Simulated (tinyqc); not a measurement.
Gap and mesh density: special k points of the hexagonal lattice.

Lattice vectors in units of a: a1 = (1, 0), a2 = (-1/2, sqrt(3)/2); reciprocal vectors b_i with a_i . b_j = 2 pi delta_ij. Mesh: k = sum_i f_i b_i with f_i = (2 j_i + shift)/(2 N), j_i = 0 .. N-1. The point group of the lattice has 12 operations; only those that map the mesh onto itself are used.

A_m(k) = sum over the m-th star of lattice vectors R of cos(k . R), stars in order of length: m = 1: |R|^2 = 1, 6 vectors, such as (1, 1) in the basis a_i; m = 2: |R|^2 = 3, 6 vectors, such as (2, 1) in the basis a_i; m = 3: |R|^2 = 4, 6 vectors, such as (2, 2) in the basis a_i; m = 4: |R|^2 = 7, 12 vectors, such as (3, 2) in the basis a_i; m = 5: |R|^2 = 9, 6 vectors, such as (3, 3) in the basis a_i; m = 6: |R|^2 = 12, 6 vectors, such as (4, 2) in the basis a_i. The zone mean of every A_m is zero.

Test function, the lower band of a two-band insulator: E(k) = -sqrt(D^2 + (e0 - t A_1(k))^2).
Inputs chosen for the exercise: t = 0.68 eV (coupling); e0 = 1.45 eV (offset).

D takes the values listed; errors against the unshifted mesh with N = 192, for unshifted meshes.

Errors (meV):

| D (eV) | reference (eV) | N = 2 | N = 4 | N = 6 | N = 8 |
|---|---|---|---|---|---|
| 0.2 | -1.9992 | -773.030 | 167.483 | -32.890 | 11.062 |
| 0.4 | -2.0449 | -748.948 | 128.284 | -24.059 | 6.578 |
| 0.8 | -2.1925 | -685.988 | 75.365 | -11.363 | 2.102 |
| 1.5 | -2.5758 | -570.084 | 31.339 | -2.835 | 0.259 |
| 2.5 | -3.2910 | -437.014 | 10.457 | -0.454 | 0.016 |
| 4.0 | -4.5521 | -310.916 | 2.865 | -0.050 | 0.001 |

The first listed N from which the error stays below 0.5 meV is none for D = 0.2, none for D = 0.4, none for D = 0.8, 8 for D = 1.5, 6 for D = 2.5, 6 for D = 4 eV. A larger D makes the function smoother, so its Fourier coefficients fall faster with |R|.

Run: tinyqc, `OMP_NUM_THREADS=1 python tinyqc.py 1680348 1680349 out.jsonl`; Intel(R) Xeon(R) Processor @ 2.30GHz, one thread, shared host; about 0.1 s of CPU time with all checks.
